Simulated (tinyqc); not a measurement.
# Capacitances against the relative permittivity between the lines

Endless row of lines of width wl, height tl and space sl between grounded planes at distance hd; e2 fills the gaps beside the lines, e1 the rest. Laplace's equation is solved on meshes of 3, 6 and 12 steps per unit u and extrapolated (Aitken), which is good to about 0.2 %. C_even (all lines at 1 V) is the capacitance Cg to the planes; C_odd (neighbours in antiphase) = Cg + 4 Cc if only nearest neighbours couple, which defines Cc; total with quiet neighbours Cg + 2 Cc. Plate values 2 eps0 e1 wl/hd and eps0 e2 tl/sl.

Values chosen for this exercise: relative permittivity above and below the lines e1 = 3.9; line width, in units u wl = 4 u; line height tl = 12 u; space between lines sl = 6 u; distance to each plane hd = 8 u.

Constants: eps0 = 8.8541878128e-12 F/m. Results are converted to the units shown.

The same in every row: plate Cg (aF/um) = 34.5.

Result of one run:
```
e2,Cg (aF/um),Cc (aF/um),Cg + 2 Cc (aF/um),C_odd (aF/um),plate Cc (aF/um),"share of coupling, 2 Cc/(Cg + 2 Cc) (%)"
1,75.4,29.9,135,195,17.7,44.3
```

What becomes of these results when the relative permittivity between the lines e2 is changed from 1 to 3.9, all else the same?

Result of the changed run:
```
e2,Cg (aF/um),Cc (aF/um),Cg + 2 Cc (aF/um),C_odd (aF/um),plate Cc (aF/um),"share of coupling, 2 Cc/(Cg + 2 Cc) (%)"
3.9,80.2,81.1,242,405,69.1,66.9
```

The whole series:
```
e2,Cg (aF/um),Cc (aF/um),Cg + 2 Cc (aF/um),C_odd (aF/um),plate Cc (aF/um),"share of coupling, 2 Cc/(Cg + 2 Cc) (%)"
1,75.4,29.9,135,195,17.7,44.3
1.5,76.7,38.7,154,232,26.6,50.3
2,77.7,47.6,173,268,35.4,55.0
2.5,78.5,56.4,191,304,44.3,59.0
3,79.2,65.2,210,340,53.1,62.2
3.9,80.2,81.1,242,405,69.1,66.9
5,81.0,101,282,483,88.5,71.3
7,82.1,136,354,626,124,76.8
```

As e2 goes from 1 to 7, Cg rises from 75.4 to 82.1 aF/um, Cc rises from 29.9 to 136 aF/um and the share of coupling rises from 44.3 to 76.8 %. Cg is 2.18 times its plate value in the first row and 2.38 times in the last; for Cc the ratios are 1.69 and 1.10. Neighbours in antiphase raise the load by a factor of 1.44 and 1.77 over quiet ones.

tinyqc, about 1 s, one thread, Intel Xeon 2.30GHz (shared host): `OMP_NUM_THREADS=1 python tinyqc.py 2790140 2790141 out.jsonl`
